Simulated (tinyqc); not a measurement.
Sampled drift against the exact one: kinetic Monte Carlo and master equation for a particle on a ring of sites with traps and bias. Computed by tinyqc, a small Python program. Command: `OMP_NUM_THREADS=1 python tinyqc.py 3012795 3012796 out.jsonl kmc walk`. One thread of a shared host (Intel(R) Xeon(R) Processor @ 2.30GHz), about 0.1 s of CPU time with the checks.

8 sites on a ring, numbered 1 to 8. The saddle between i and i+1 lies at E0 + s b_i and site i at s eps_i; a force F tilts the landscape, with the saddle half-way.

Inputs (values chosen for the exercise, for a model defect):

| quantity | value | unit |
|---|---|---|
| reference barrier E0 | 0.55 | eV |
| scale factor s of the disorder | 1 | - |
| attempt frequency nu | 2.3 | THz |
| temperature T | 450 | K |
| site spacing a | 3.4 | angstrom |
| force F along the ring | 0.0013 | eV/angstrom |
| seed of the random numbers | 384002 | - |

Disorder: random barriers.

site energies eps_i (eV): 0  0  0  0  0  0  0  0

saddle shifts b_i between sites i and i+1 (eV): 0.0066  -0.0045  0.02  0.022  0.031  0.023  0.0012  -0.007

Constants: k_B = 8.617333262e-05 eV/K.

Method:
- Rates: k(i to i+1) = nu exp(-(E0 + s b_i - s eps_i - F a/2)/(k_B T)), k(i to i-1) = nu exp(-(E0 + s b_(i-1) - s eps_i + F a/2)/(k_B T)).
- Share right = k right/(k right + k left); mean stay = 1/(k right + k left).
- Master equation dP/dt = W P, W_(i+1,i) = k right, W_(i-1,i) = k left, columns summing to zero. The steady state is its null vector; drift v = a sum P_i (k right - k left). D = a^2 lambda''(0)/2, where lambda(q) is the leading eigenvalue of W with right hops weighted by exp(q) and left hops by exp(-q).
- The slowest relaxation rate is minus the real part of the next eigenvalue of W. 1 angstrom = 1e-8 cm.
- 400 independent walkers start on sites drawn with weights P_i (k right + k left), the steady shares of hops (random numbers not printed); the estimate is total displacement over total time, with its standard error from the spread between walkers.

occupations P_i: 0.124569  0.127069  0.132993  0.131334  0.128537  0.120529  0.115941  0.119029

drift velocity v = 0.00432693 cm/s

Drift from sampling:

| hops per walker | estimate (cm/s) | standard error (cm/s) | deviation in standard errors |
|---|---|---|---|
| 10 | 0.0042339 | 0.0012353 | -0.0753 |
| 30 | 0.0026930 | 0.0007130 | -2.2916 |
| 100 | 0.0031425 | 0.0004153 | -2.8518 |
| 300 | 0.0037286 | 0.0002222 | -2.6928 |
| 1000 | 0.0042836 | 0.0001200 | -0.3606 |
| 3000 | 0.0042309 | 0.0000729 | -1.3174 |

What follows from these numbers?

The exact drift is 0.004327 cm/s. The standard error falls by a factor 3.46 from 100 to 1000 hops (sqrt10 = 3.16), and in the last row it is 1.7 % of the drift.

Extremes, crossings and ranges named in words are read from the listed rows.
